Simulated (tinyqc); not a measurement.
Landau-Devonshire theory of a uniaxial ferroelectric. Inputs raised by 10 %, one at a time. Computed by tinyqc, a small Python program. Command: `OMP_NUM_THREADS=1 python tinyqc.py 3001427 3001428 out.jsonl ferro sens`. One thread of a shared host (Intel(R) Xeon(R) Processor @ 2.30GHz), about 0.01 s of CPU time with the checks.

G(P) = (alpha/2) P^2 + (beta*/4) P^4 + (gamma/6) P^6 - E P per volume, SI units, one domain, P along the polar axis, which is normal to the film.

Inputs (values chosen for the exercise, for a model ferroelectric):
```
quantity                           value         unit
alpha_0                         2.47e+06  J m/(C^2 K)
Curie-Weiss temperature T0           350            K
beta                           -1.81e+09    J m^5/C^4
gamma                           4.05e+09    J m^9/C^6
temperature T                        151            K
misfit strain u_m                 -0.016            -
electrostriction Q12              -0.017      m^4/C^2
compliance s11 + s12             7.7e-12        m^2/N
film thickness d                     6.9           nm
screening length lambda            0.032           nm
background permittivity eps_b         10            -
```

Sample: epitaxial film.

Constants: eps_0 = 8.8541878128e-12 F/m.

Method:
- alpha = alpha_0 (T - T0*), with clamping: T0* = T0 + 4 Q12 u_m/(alpha_0 (s11 + s12)), beta* = beta + 4 Q12^2/(s11 + s12).
- Ps^2 = [-beta* + sqrt(beta*^2 - 4 alpha gamma)]/(2 gamma).
- chi = 1/(eps_0 G''), G'' = alpha + 3 beta* P^2 + 5 gamma P^4 at Ps. Ps, chi and the coercive field are for perfect screening, without a depolarising field. The intrinsic coercive field is |alpha P + beta* P^3 + gamma P^5| at the P_c where G'' = 0. 1 C/m^2 = 100 microcoulomb/cm^2.
- Between shorted electrodes with screening length lambda each, the depolarising field is -k P, k = 2 lambda/(eps_0 (d + 2 lambda eps_b)), so alpha turns into alpha + k.
- The polar state is the lowest uniform state while alpha + k < 0 (beta* > 0) or < 3 beta*^2/(16 gamma) (beta* < 0); setting the equality gives the critical thickness d_c.

Runs; columns: (1) input moved; (2) from; (3) to; (4) spontaneous polarisation Ps (microcoulomb/cm^2); (5) susceptibility chi; (6) critical thickness d_c (nm); (7) well depth G(Ps) (MJ/m^3):
```
(1)                                     (2)          (3)    (4)    (5)    (6)     (7)
base run                                  -            -  80.63  24.08  8.866  -195.6
alpha_0 (J m/(C^2 K))               2470000      2717000  81.46  22.90  8.289  -211.8
Curie-Weiss temperature T0 (K)          350          385  82.07  22.09  7.896  -224.2
beta (J m^5/C^4)                -1810000000  -1991000000  82.66  22.38  8.513  -215.7
gamma (J m^9/C^6)                4050000000   4455000000  77.89  24.85  9.013  -178.9
misfit strain u_m                    -0.016      -0.0176  80.87  23.73  8.693  -200.2
electrostriction Q12 (m^4/C^2)       -0.017      -0.0187  80.52  24.03  8.751  -196.9
screening length lambda (nm)          0.032       0.0352  80.63  24.08  9.753  -195.6
```

Exponents ln(y'/y) / ln(x'/x):
```
input                       spontaneous polarisation Ps  susceptibility chi  critical thickness d_c  well depth G(Ps)
alpha_0                                           0.107              -0.526                  -0.706             0.832
Curie-Weiss temperature T0                        0.185              -0.907                  -1.216             1.432
beta                                              0.260              -0.770                  -0.426             1.027
gamma                                            -0.363               0.328                   0.173            -0.938
misfit strain u_m                                 0.031              -0.154                  -0.207             0.244
electrostriction Q12                             -0.014              -0.022                  -0.137             0.068
screening length lambda                           0.000               0.000                   1.000             0.000
```

Among the inputs moved here: spontaneous polarisation Ps answers most in size to gamma (exponent -0.363), next to beta (+0.260); its exponent is below 0.0005 for screening length lambda. Susceptibility chi answers most in size to Curie-Weiss temperature T0 (exponent -0.907), next to beta (-0.770); its exponent is below 0.0005 for screening length lambda. Critical thickness d_c answers most in size to Curie-Weiss temperature T0 (exponent -1.216), next to screening length lambda (+1.000). Its exponent +1.000 in screening length lambda: k depends on lambda/d. Well depth G(Ps) answers most in size to Curie-Weiss temperature T0 (exponent +1.432), next to beta (+1.027); its exponent is below 0.0005 for screening length lambda.

Caution (all rows): far below T0* the expansion with linear alpha(T) is only a fit.
